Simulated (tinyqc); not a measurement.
# Charge pumping in an n-channel transistor: effects of single changes

The gate is pulsed from accumulation to inversion and back. Energies E are counted from the intrinsic level; Dit(E) = D0 [1 + b (2 E/Eg)^2]. During each edge the traps near the bands emit their carriers, and those between Eh and Ee recombine once a cycle.

Inputs (values chosen for the exercise); band and dielectric values close to those of silicon: temperature T = 300 K; band gap Eg = 1.1 eV; conduction-band density of states at 300 K Nc = 2.82e19 cm^-3; valence-band density of states at 300 K Nv = 2.64e19 cm^-3; gate area A = 9 um^2; trap density at midgap D0 = 2.1e11 cm^-2 eV^-1; rise of the trap density towards the band edges b = 0; cross-section for electrons sn = 2.1e-15 cm^2; cross-section for holes sp = 1.4e-16 cm^2; thermal velocity at 300 K, one nominal value for electrons and holes vth = 1.5e7 cm/s; Vth - Vfb dV = 0.61 V; pulse height Va = 3.9 V; frequency f = 1.6e5 Hz; rise time tr = 110 ns.

Constants: q = 1.602176634e-19 C, kB = 1.380649e-23 J/K, Vt = kB T/q. Results are converted to the units shown.

Each table varies one quantity; the others keep the values above.

## Triangular pulses against frequency

For a symmetric triangular wave tr = tf = 1/(2 f). ni = sqrt(Nc Nv) exp(-Eg/(2 Vt)), Eg in volts; emission times te = (dV/Va) tf and th = (dV/Va) tr; Ee = -Vt ln(vth sn ni te), Eh = +Vt ln(vth sp ni th). Nit = integral of Dit from Eh to Ee = D0 [Ee - Eh + 4 b (Ee^3 - Eh^3)/(3 Eg^2)], Qcp = q A Nit, Icp = f Qcp.

Triangular pulses against frequency:
```
f (Hz)  Ee (eV)  Eh (eV)  Nit (cm^-2)  Icp (pA)  Qcp (fC)
2200     0.1044  -0.1745     5.857e10     1.858    0.8445
5100     0.1262  -0.1962     6.770e10     4.978    0.9762
12000    0.1483  -0.2183     7.699e10     13.32     1.110
26000    0.1683  -0.2383     8.538e10     32.01     1.231
59000    0.1895  -0.2595     9.428e10     80.21     1.359
1.3e5    0.2099  -0.2799     1.029e11     192.8     1.483
3e5      0.2315  -0.3015     1.119e11     484.2     1.614
6.9e5    0.2530  -0.3231     1.210e11      1204     1.744
1.6e6    0.2748  -0.3448     1.301e11      3002     1.876
3.5e6    0.2950  -0.3650     1.386e11      6996     1.999
```

Qcp rises from 0.845 to 2.00 fC, by 0.361 fC a decade between the first two rows and 0.361 between the last two (2 q A D0 Vt ln 10 = 0.361 fC): faster edges leave less time for emission and widen the window, so Icp grows faster than f, as f^(1.12).

## Scanning the upper gap with the fall time

Same model as above.

The same in every row: Eh (eV) = -0.3718.

Scanning the upper gap with the fall time:
```
tf (ns)  Ee (eV)  Nit (cm^-2)  Icp (pA)
1.3       0.4165     1.655e11     381.9
3.7       0.3895     1.599e11     368.8
11        0.3613     1.540e11     355.2
32        0.3337     1.482e11     341.8
92        0.3064     1.424e11     328.6
270       0.2786     1.366e11     315.1
790       0.2508     1.307e11     301.6
2300      0.2232     1.249e11     288.3
```

What does the comparison show?

Ee falls from 0.417 to 0.223 eV, by Vt ln 10 a decade, and Icp falls from 382 to 288 pA. The slope -dNit/d(ln tf)/Vt gives Dit = 2.10e11 cm^-2 eV^-1 near E = 0.403 eV and 2.10e11 near 0.237 eV: constant, as the profile is flat.

Range of the model: The Fermi levels of inversion and accumulation are taken to lie beyond Ee and Eh, the flat tops to fill all traps, and no geometric current is added.

Computed by the program tinyqc: `OMP_NUM_THREADS=1 python tinyqc.py 2030075 2030076 out.jsonl`, one thread of a shared Intel Xeon 2.30GHz, about 0.01 s for the whole run.
